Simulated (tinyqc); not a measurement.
Worked calculation: plane-wave Kohn-Sham cycle with exchange-only LDA in a layered model solid. One step of it, computed by the program tinyqc.

Problem. Iteration 2: Hamiltonian at one k. H(m,m') = (k + G_m)^2/2 delta + V(G_m - G_m'), with V(-G) = V(G).

A solid whose potential varies along x alone (atomic units):
```
parameter                      value
period a                    8.100000
cross-section of the cell  38.000000
electrons per cell                 4
grid points                       16
plane waves -n..n, n               2
k points                           3
V1 in V1 cos(2 pi x/a)     -0.780000
```

V(G_m), m = 0, 1, 2, ... (hartree): -0.227405  -0.339648  0.001545  0.002006  0.000028

k = 0.000000 2 pi / a

Give: H.

Solution.

H (hartree), lower triangle:
```
        -2      -1      +0      +1     +2
-2   0.976
-1  -0.340   0.073
+0   0.002  -0.340  -0.227
+1   0.002   0.002  -0.340   0.073
+2   0.000   0.002   0.002  -0.340  0.976
```
